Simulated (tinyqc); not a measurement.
# Resistance of a source-drain extension with a graded tip, step by step

tinyqc, about 0.03 s, one thread, Intel Xeon 2.30GHz (shared host): `OMP_NUM_THREADS=1 python tinyqc.py 2282194 2282195 out.jsonl` Printed values are rounded.

y runs along the channel, the gate covers y > 0. The doping is N0 for y < y0 and N0 10^(-(y - y0)/la) beyond, uniform over the depth xj. Sheet conductance s(y) = q mu(N) max(N - Nch, 0) xj + (for y > 0) ma Cox Vo, with mu(N) = u0 + (u1 - u0)/(1 + (N/Nr)^au) and Cox = eps0 eox/tox. Current is taken as one-dimensional; depletion of the tip, spreading and the contact are left out. The metallurgical junction lies at yj, where N = Nch.

Inputs (values chosen for the exercise); mobility law close to that of electrons in silicon: relative permittivity of the gate insulator (close to hafnium oxide) eox = 21.5; insulator thickness tox = 3 nm; active doping of the extension far from the gate N0 = 7.4e19 cm^-3; lateral abruptness la = 3.1 nm/decade; position under the gate where the fall begins (gate edge at 0) y0 = 0.7 nm; depth of the extension xj = 10 nm; channel doping Nch = 5.7e17 cm^-3; gate overdrive Vo = 0.78 V; mobility of the gate-induced layer ma = 86 cm^2/(V s); mobility at low doping u1 = 1414 cm^2/(V s); mobility at high doping u0 = 68.5 cm^2/(V s); reference doping Nr = 9.2e16 cm^-3; exponent au = 0.711; gate length Lg = 50 nm.

Constants: q = 1.602176634e-19 C, eps0 = 8.8541878128e-14 F/cm where lengths are in cm. Results are converted to the units shown.

## Sheet resistances and junction position

yj = y0 + la log10(N0/Nch); sheet resistance of the full extension 1/[q mu(N0)(N0 - Nch) xj] and of the gate-induced layer 1/(ma Cox Vo); metallurgical length Lg - 2 yj; ye is where the doped and the gate-induced conductances are equal.

yj = 7.251406 nm
sheet resistance of the extension = 1062.950 ohm/square
sheet resistance of the induced layer = 2349.314 ohm/square
metallurgical length = 35.49719 nm
ye = 1.912870 nm
N at ye = 3.005961e19 cm^-3

The gate takes over 5.34 nm before the junction, where N is still 52.7 times the channel doping.

## Resistance of the overlapped part

Midpoint rule on 8 equal steps from 0 to yj: R_ov = sum h/s(y), per width.

| point | y (nm) | N (cm^-3) | doped conductance (uS) | sheet resistance (ohm/square) |
|---|---|---|---|---|
| 0 | 0.4532129 | 7.4e19 | 940.7778 | 731.8319 |
| 1 | 1.359639 | 4.533619e19 | 607.3987 | 968.0028 |
| 2 | 2.266064 | 2.312329e19 | 341.2260 | 1303.981 |
| 3 | 3.172490 | 1.179381e19 | 197.5645 | 1604.568 |
| 4 | 4.078916 | 6.015321e18 | 116.9276 | 1843.033 |
| 5 | 4.985342 | 3.068057e18 | 68.51322 | 2023.597 |
| 6 | 5.891768 | 1.564833e18 | 36.15111 | 2165.405 |
| 7 | 6.798193 | 7.981280e17 | 11.21328 | 2289.013 |

R_ov = 11.720 ohm um

The exact integral is 11.719 ohm um; the coarse sum is within 0.01 % of it.
